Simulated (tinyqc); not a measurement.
Worked calculation: coherent transport through a tight-binding region between two chains. One step of it, computed by the program tinyqc.

Question. Transmission at E = -0.42 eV. Surface Green function g = (E - i sqrt(4 t^2 - E^2)) / (2 t^2); self-energy tc^2 g on each contact site; G = (E - H - Sigma)^(-1); Gamma = -2 Im Sigma; T = Gamma_L Gamma_R |G_LR|^2; local density of states -Im G_ii / pi.

H of the central region (eV):
```
[[0.000000, -1.330000, 0.000000],
 [-1.330000, 0.000000, -2.160000],
 [0.000000, -2.160000, 0.000000]]
```

Leads: semi-infinite chains with site energy 0:
```
parameter                           value
lead hopping t (eV)              2.700000
coupling to the left lead (eV)   0.580000
coupling to the right lead (eV)  0.280000
left contact site                       1
right contact site                      3
```

E = -0.420000 eV

Give: g; G; local density of states; transmission.

Answer.

g = -0.029-0.369i 1/eV

G (1/eV):
```
[[-1.647-0.390i, 0.207+0.034i, 1.055+0.247i],
 [0.207+0.034i, 0.067-0.009i, 0.348-0.022i],
 [1.055+0.247i, 0.348-0.022i, -0.582-0.156i]]
```

local density of states (1/eV): [0.124, 0.003, 0.050]

transmission = 0.017
